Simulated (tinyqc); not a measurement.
Trap density from one capacitance.

Question. Traps spread evenly through the insulator exchange electrons with the semiconductor by tunnelling, with tau(x) = t0 exp(2 ka x) at depth x from the interface. The admittance per area Y seen at depth x obeys dY/dx = -Y^2/(i w eps0 eox) + q Nb ln(1 + i w tau)/tau, with Y(0) = i w Cs and w = 2 pi f; the gate sees Y(tox) = G + i w C. Working variable y = Y/(i w), in uF/cm^2. Cox = eps0 eox/tox. Find Nb and G/w.

Values chosen for this exercise: relative permittivity of the insulator eox = 8.35; insulator thickness tox = 7.1 nm; semiconductor capacitance in accumulation Cs = 0.95 uF/cm^2; decay constant of the wave function in the insulator ka = 4.3 1/nm; time constant of a trap at the interface t0 = 3e-10 s; frequency f = 1000 Hz.

Constants: q = 1.602176634e-19 C, eps0 = 8.8541878128e-14 F/cm where lengths are in cm. Results are converted to the units shown.

C = 0.84347469 uF/cm^2

Answer. C rises steadily with Nb, so one density matches; in practice ka and t0 must come from the frequency dependence.

Nb = 7.20e19 cm^-3 eV^-1
G/w = 0.0305 uF/cm^2

Computed by the program tinyqc: `OMP_NUM_THREADS=1 python tinyqc.py 2202230 2202231 out.jsonl`, one thread of a shared Intel Xeon 2.30GHz, about 0.5 s for the whole run.
